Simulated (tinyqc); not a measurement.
From results back to parameters: propagation of a band-gap error through k.p and effective-mass formulas. Three cases, with inputs chosen for the exercise.

Problem. A calculation returned the electron mass below. With 1/me = 1 + Ep (E + 2 Dso/3)/(E (E + Dso)) and the given Ep and Dso, which gap E did it have, and by what factor is exp(-E/2kT) off against the gap Eg?

Constants: kB = 8.617333262e-05 eV/K.

Case 1.

Values chosen (reference values near those of CdTe, gap at low temperature; shifted at random, so the results belong to these values and not to a real crystal):
- Eg = 1.615 eV (gap at Gamma to the s-like level)
- Dso = 0.926 eV (spin-orbit splitting)
- Ep = 18.4 eV (Kane energy)
- T = 300 K (temperature)

me = 0.1948178 m0

Case 2.

Values chosen (reference values near those of GaAs, gap at low temperature; shifted at random, so the results belong to these values and not to a real crystal):
- Eg = 1.494 eV (gap at Gamma to the s-like level)
- Dso = 0.346 eV (spin-orbit splitting)
- Ep = 26.2 eV (Kane energy)
- T = 400 K (temperature)

me = 0.0281128 m0

Case 3.

Values chosen (reference values near those of InSb, gap at low temperature; shifted at random, so the results belong to these values and not to a real crystal):
- Eg = 0.233 eV (gap at Gamma to the s-like level)
- Dso = 0.826 eV (spin-orbit splitting)
- Ep = 23.8 eV (Kane energy)
- T = 77 K (temperature)

me = 0.0221043 m0

Find: X = 1/me - 1; E; log10 of the factor.
Solution. X E^2 + (X Dso - Ep) E - (2/3) Ep Dso = 0 has one positive root; the factor is exp((Eg - E)/2kT).

Case 1.

X = 1/me - 1 = 4.133
E = 4.183 eV
log10 of the factor = -21.57

Case 2.

X = 1/me - 1 = 34.571
E = 0.672 eV
log10 of the factor = 5.18

Case 3.

X = 1/me - 1 = 44.240
E = 0.419 eV
log10 of the factor = -6.09

Computed by tinyqc, one run a case: `OMP_NUM_THREADS=1 python tinyqc.py N N+1 out.jsonl` with N = 1850195, 1850206, 1850211; one thread of a shared Intel(R) Xeon(R) Processor @ 2.30GHz, about 0.01 s a run at most.
